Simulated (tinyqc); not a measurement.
## Resistance of a tapered via with liner, size effect and interface: via resistance against the diameter at the bottom

A round via whose diameter grows from db at the bottom as D(z) = db + 2 z/tan(ang). The fill, of diameter D - 2 tl, starts above the bottom liner (thickness fb tl) and has rho = rho0 (1 + ks lam/(D - 2 tl)); the sidewall liner conducts in parallel with it. The bottom liner and the interface are crossed over the full area pi db^2/4. Spreading in the lines above and below is left out.

Slices between z0 = fb tl and hv, evaluated at their midpoints: conductance per length pi/4 [(D - 2 tl)^2/rho + (D^2 - (D - 2 tl)^2)/rl], slice resistance = slice height over that. 2000 slices. R_fill = sum of the slices; R_bottom = rl fb tl/(pi db^2/4); R_interface = ri/(pi db^2/4); ballistic (Sharvin) limit 1/(Sb pi (db - 2 tl)^2/4); ideal cylinder rho0 hv/(pi db^2/4).

Inputs (values chosen for the exercise); fill metal close to ruthenium:
- hv = 92 nm (height)
- ang = 87 degrees (sidewall angle)
- rho0 = 7.87 uohm cm (bulk resistivity of the fill)
- lam = 6.52 nm (mean free path of the fill)
- ks = 0.7 (size-effect factor)
- tl = 0.2 nm (liner on the sidewall)
- fb = 1 (liner at the bottom over that on the sidewall)
- rl = 230 uohm cm (resistivity of the liner)
- ri = 5.3e-12 ohm cm^2 (interface resistivity at the bottom)
- Sb = 1.5e15 S/m^2 (ballistic conductance per area, about 3/(4 rho0 lam))

Via resistance against the diameter at the bottom:
columns A: db (nm); B: R_fill (ohm); C: R_bottom (ohm); D: R_interface (ohm); E: R (ohm); F: ballistic limit (ohm); G: R over ideal cylinder; H: largest part
```
A        B        C       D      E       F       G     H
6    166.1    16.27   18.74  201.1   27.07  0.7853  fill
8.3  93.53    8.502   9.796  111.8   13.60  0.8357  fill
11   56.65    4.840   5.577  67.07   7.555  0.8803  fill
16   28.79    2.288   2.636  33.72   3.488  0.9363  fill
22   16.03    1.210   1.394  18.63   1.819  0.9783  fill
30   8.975   0.6508  0.7498  10.38  0.9688   1.013  fill
42   4.738   0.3320  0.3825  5.453  0.4905   1.043  fill
58   2.547   0.1741  0.2006  2.922  0.2558   1.066  fill
80   1.364  0.09151  0.1054  1.561  0.1340   1.084  fill
```

Read the table: what changes, and by how much?

R falls from 201 to 1.56 ohm. The fill is the largest part at db = 6 and in all other rows. R goes as db^(-1.81) between the first two rows and db^(-1.95) between the last two; area alone gives -2.

Program tinyqc, `OMP_NUM_THREADS=1 python tinyqc.py 2750083 2750084 out.jsonl`; Intel Xeon 2.30GHz, shared host, one thread, about 0.01 s.
